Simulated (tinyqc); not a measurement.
# MOSFET in saturation, small-signal circuit and noise, step by step

Computed by the program tinyqc: `OMP_NUM_THREADS=1 python tinyqc.py 2150071 2150072 out.jsonl`, one thread of a shared Intel Xeon 2.30GHz, about 0.01 s for the whole run. Printed values are rounded.

Bias by the inversion coefficient IC = I/Ispec (charge-based model with velocity saturation; weak inversion below 0.1, strong above 10). Common-source circuit: gm, gds, Cgs, Cgd and Cj at the inner nodes, Rg in series with the gate; quasi-static, no source or drain resistance, no gate-body capacitance, no substrate network, no induced gate noise, so fmax is an upper estimate.

Parameters, values chosen for the exercise: temperature T = 325 K; gate length L = 130 nm; total gate width W = 20 um; gate capacitance Cox = 1.81 uF/cm^2; mobility mu = 120 cm^2/(V s); slope factor n = 1.23; velocity-saturation length Ls = 15 nm; ratio gds/gm sg = 0.018; overlap and fringe capacitance per side Cov = 0.42 fF/um; drain junction capacitance Cj = 0.65 fF/um; sheet resistance of the gate Rsh = 5 ohm; finger width Wf = 0.5 um; gate contact and vertical resistance Rc = 100 ohm um; inversion coefficient IC = 0.46; short-channel excess of the noise factor gw = 0.04; oxide trap density Nt = 2e18 cm^-3 eV^-1; tunnelling length into the oxide lt = 0.1 nm; Coulomb scattering coefficient ac = 3000 V s/C; signal frequency f = 0.7 GHz.

Constants: q = 1.602176634e-19 C, kB = 1.380649e-23 J/K, Vt = kB T/q. Results are converted to the units shown.

Range of the model: fmax exceeds 4 fT, where channel resistance and substrate losses, left out here, would cap it.

## Current, transconductance and gain

Ispec = 2 n mu Cox (W/L) Vt^2, lc = Ls/L, gms = [sqrt((lc IC + 1)^2 + 4 IC) - 1]/[2 + lc (lc IC + 1)], gm = gms Ispec/(n Vt), gds = sg gm.

Ispec = 64.4754 uA
I = 29.6587 uA
gms = 0.338088
gm = 0.632794 mS
gds = 0.0113903 mS
gm/I = 21.3359 1/V

gm/I is 73.5 % of its weak-inversion limit 1/(n Vt); without velocity saturation (lc = 0) gms would be 0.343.

## Capacitances, gate resistance and cut-off frequencies

qs = [sqrt(1 + 4 IC) - 1]/2, Cgs = Cox W L qs (2 qs + 3)/(3 (qs + 1)^2) + Cov W, Cgd = Cov W, Cd = Cj W, Rg = Rsh (Wf/L)/(12 Nf) + Rc/W with Nf = W/Wf fingers (not rounded) contacted at both ends. fT = gm/(2 pi (Cgs + Cgd)), fmax = fT/(2 sqrt(Rg (gds + 2 pi fT Cgd))).

Cgs = 19.3875 fF
Cgd = 8.4 fF
Cd = 13 fF
Rg = 5.04006 ohm
fT = 3.62438 GHz
fmax = 56.6995 GHz

Overlap and fringe make up 60.5 % of the gate capacitance; fmax is 15.6 times fT.

## Admittance matrix

Inner admittances at w = 2 pi f: y11 = i w (Cgs + Cgd), y12 = -i w Cgd, y21 = gm - i w Cgd, y22 = gds + i w (Cgd + Cd). Invert to Z, add Rg to Z11 and invert back to Y.

inner y (mS):
```
                    1                   2
1  0.000000+0.122216i  0.000000-0.036945i
2  0.632794-0.036945i  0.011390+0.094122i
```

Y with Rg (mS):
```
                    1                    2
1  0.000075+0.122216i  -0.000023-0.036945i
2  0.632771-0.037335i   0.011397+0.094240i
```

## Current gain and unilateral power gain

|h21| = |Y21/Y11|; U = |Y21 - Y12|^2/(4 [Re Y11 Re Y22 - Re Y12 Re Y21]). Extrapolated at 20 dB a decade: f |h21| and f sqrt(U).

|h21| = 5.18650
U = 6560.89
f |h21| = 3.63055 GHz
f sqrt(U) = 56.6995 GHz

f |h21| is 0.17 % above the formula for fT, and f sqrt(U) within 0.01 % of that for fmax.

## Noise at the gate

Channel noise Sid = 4 kB T gam n gm with gam = (1/2 + (2/3) qs)/(1 + qs) + gw lc IC, qs = [sqrt(1 + 4 IC) - 1]/2, lc = Ls/L (the last term an empirical rise with velocity saturation); at the gate, white noise Sw = Sid/gm^2 + 4 kB T Rg. Number fluctuation with correlated mobility: S(f) = K/f, K = q^2 Vt lt Nt/(W L Cox^2) (1 + ac mu Cox I/gm)^2, Vt in eV with Nt per eV. Corner fc = K/Sw. Full shot noise would be 2 q I.

gam = 0.544654
Sid = 7.60878e-24 A^2/Hz
Sid/(2 q I) = 0.800613
sqrt(Sw) = 4.36944 nV/Hz^0.5
K = 1.79269e-10 V^2
fc = 9.38975 MHz

The gate resistance gives 0.47 % of the white noise power.
